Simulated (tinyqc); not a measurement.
# From junction depth x_j back to background C_B

Model: sheet resistance of a shallow doped layer with concentration-dependent mobility and limited activation. Computed by tinyqc, a small Python program. Command: `OMP_NUM_THREADS=1 python tinyqc.py 3014690 3014691 out.jsonl irvin inv`. One thread of a shared host (Intel(R) Xeon(R) Processor @ 2.30GHz), about 0.03 s of CPU time with the checks.

A layer of one dopant lies in a background of the opposite type. Current flows parallel to the surface down to the junction; depletion is ignored.

Inputs (values chosen for the exercise, modelled on boron in silicon): surface concentration C_s = 6.2e+20 1/cm^3; length l = 3.6 nm; prefactor of the active limit = 9.9e+22 1/cm^3; energy of the active limit = 0.739 eV; anneal temperature T = 800 C.

Profile: erfc.

Constants: k_B = 8.617333262e-05 eV/K.

Method:
- C(x) = C_s erfc(x/l).
- Temperatures in kelvin are T(C) + 273.15.
- Active limit C_a = prefactor x exp(-energy/(k_B T)); the junction lies where C = C_B, and the profile exceeds C_a down to x_a (zero if C_s is below C_a). Slope at the junction in nm per decade = ln(10) C/|dC/dx|.

Problem. A run gave the result below. Find the background C_B, known to lie between 1.7e+18 and 2.8e+18 1/cm^3.

junction depth x_j = 7.341625 nm

Solution.

Each step takes the trial c = (a f_b - b f_a)/(f_b - f_a), f being the result less the target and a, b, c the logarithms of the listed values; c replaces end b, the old b replaces a if the sign of f changed, and otherwise f_a is halved.

Scan of the range:
```
background C_B (1/cm^3)  junction depth x_j (nm)
1.70e+18                                 7.62474
1.85e+18                                 7.55884
2.01e+18                                 7.49373
2.18e+18                                 7.42953
2.37e+18                                 7.36296
2.58e+18                                 7.29480
2.80e+18                                 7.22860
```

False position (Illinois rule, in the logarithm of the input) inside the bracket:
```
step        end a        end b        trial  junction depth x_j (nm)
1     2.37000e+18  2.58000e+18  2.43383e+18                  7.34168
2     2.58000e+18  2.43383e+18  2.43400e+18                  7.34163
3     2.58000e+18  2.43400e+18  2.43400e+18                  7.34162
4     2.43400e+18  2.43400e+18  2.43400e+18                  7.34162
```

Junction depth x_j falls at every point of a 13-point scan of the range (every second point is shown), so one value fits; it is bracketed by 2.37e18 and 2.58e18. Answer: background C_B = 2.434e18 1/cm^3.
